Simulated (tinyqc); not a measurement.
## Metal-interlayer-semiconductor contact, depinning against tunnelling resistance: contact resistivity against the interlayer thickness

Zero bias, n-type semiconductor. Gap states at the semiconductor surface thin out as exp(-be ti), which unpins the barrier; electrons must then cross the interlayer (a rectangular barrier, no voltage drop across it) and the parabolic depleted layer, both by WKB. Energies E are counted from the Fermi level; no image force, parabolic bands.

S = 1/(1 + (1/S0 - 1) exp(-be ti)); phiB = S (phiM - chi) + (1 - S)(Eg - E0); xi = Ec - EF deep inside, from Nd = Nc F(-xi/Vt), F(x) = (2/sqrt(pi)) int_0^infinity sqrt(u) du/(1 + exp(u - x)); band bending U = phiB - xi; E00 = (hbar/2) sqrt(Nd/(eps0 eps_r mt m0)) in volts; A = 4 pi q mA m0 kB^2/h^3. With U = phiB - xi: for xi < E < phiB, y = (E - xi)/U and G1 = (U/E00) [sqrt(1 - y) - y ln((1 + sqrt(1 - y))/sqrt(y))], G1 = 0 above phiB; G2 = 2 ti sqrt(mi max(phiB + dE - E, 0)/C), C = hbar^2/(2 m0); f = 1/(1 + exp(E/Vt)); 1/rho_c = (A T^2/Vt^2) times the integral of exp(-G1 - G2) f over E from xi upwards. Shares under 0.001 % are printed as 0; rows without band bending are left out.

Values chosen for this exercise; semiconductor values close to those of 4H silicon carbide; interlayer mass of the order of that in silicon nitride, offset chosen freely:
```
symbol,value,unit,meaning
T,400,K,temperature
Eg,3.31,eV,band gap
eps_r,10.1,,relative permittivity
chi,3.74,eV,electron affinity
Nc,2.62e19,cm^-3,conduction-band density of states at T
mt,0.199,m0,tunnelling mass in the semiconductor
mA,0.369,m0,Richardson mass
Nd,3.1e18,cm^-3,donor density
E0,2,eV,charge-neutrality level above the valence band
S0,0.67,,pinning factor without interlayer
phiM,3.94,eV,metal work function
dE,2.07,eV,conduction-band offset of the interlayer above the semiconductor
mi,0.45,m0,tunnelling mass in the interlayer
be,4.5,1/nm,decay constant of gap states through the interlayer
```

Constants: q = 1.602176634e-19 C, kB = 1.380649e-23 J/K, eps0 = 8.8541878128e-12 F/m, hbar = 1.054571817e-34 J s, h = 6.62607015e-34 J s, m0 = 9.1093837015e-31 kg, Vt = kB T/q, hbar^2/(2 m0) = 0.0380998212 eV nm^2. Results are converted to the units shown.

The same in every row: E00/Vt = 0.669.

Result of one run:

| ti (nm) | S | phiB (eV) | rho_c (ohm cm^2) | rho_c with G2 = 0 (ohm cm^2) | peak of the integrand (eV) | share above phiB (%) |
|---|---|---|---|---|---|---|
| 1.5 | 0.999 | 0.201 | 0.987 | 3.19e-7 | 0.165 | 24.8 |

What becomes of these results when the interlayer thickness ti is changed from 1.5 to 0.6 nm, all else the same?

Result of the changed run:

| ti (nm) | S | phiB (eV) | rho_c (ohm cm^2) | rho_c with G2 = 0 (ohm cm^2) | peak of the integrand (eV) | share above phiB (%) |
|---|---|---|---|---|---|---|
| 0.6 | 0.968 | 0.236 | 2.74e-4 | 6.79e-7 | 0.184 | 16.9 |

The whole series:

| ti (nm) | S | phiB (eV) | rho_c (ohm cm^2) | rho_c with G2 = 0 (ohm cm^2) | peak of the integrand (eV) | share above phiB (%) |
|---|---|---|---|---|---|---|
| 0 | 0.670 | 0.566 | 0.00164 | 0.00164 | 0.398 | 2.47 |
| 0.3 | 0.887 | 0.326 | 1.08e-4 | 5.26e-6 | 0.242 | 9.28 |
| 0.6 | 0.968 | 0.236 | 2.74e-4 | 6.79e-7 | 0.184 | 16.9 |
| 0.9 | 0.991 | 0.209 | 0.00305 | 3.85e-7 | 0.168 | 21.2 |
| 1.2 | 0.998 | 0.202 | 0.0519 | 3.31e-7 | 0.165 | 23.4 |
| 1.5 | 0.999 | 0.201 | 0.987 | 3.19e-7 | 0.165 | 24.8 |
| 1.8 | 1.00 | 0.200 | 19.3 | 3.16e-7 | 0.167 | 26.1 |
| 2.1 | 1.00 | 0.200 | 381 | 3.15e-7 | 0.168 | 27.4 |
| 2.4 | 1.00 | 0.200 | 7.52e3 | 3.15e-7 | 0.170 | 28.7 |

As ti goes from 0 to 2.4, phiB falls from 0.566 to 0.200 eV and rho_c goes from 0.00164 through a minimum of 1.08e-4 (at ti = 0.3 among the rows listed) to 7520 ohm cm^2. At ti = 0.3 nm rho_c is 15.1 times lower than without interlayer: up to there the falling barrier gains more than tunnelling through the layer costs, beyond it the layer dominates. The ratio of rho_c to its value with G2 = 0 runs from 1.00 to 2.39e10.

Range of the model: The depletion charge would drop about 0.061 V across such an interlayer (eps_r near 7.5) at ti = 1.2 nm and Nd = 3.1e18 cm^-3, against a band bending of 0.13 V; this model leaves that drop out.

Numbers from tinyqc (`OMP_NUM_THREADS=1 python tinyqc.py 2270047 2270048 out.jsonl`; about 0.02 s on one thread of a shared Intel Xeon 2.30GHz).
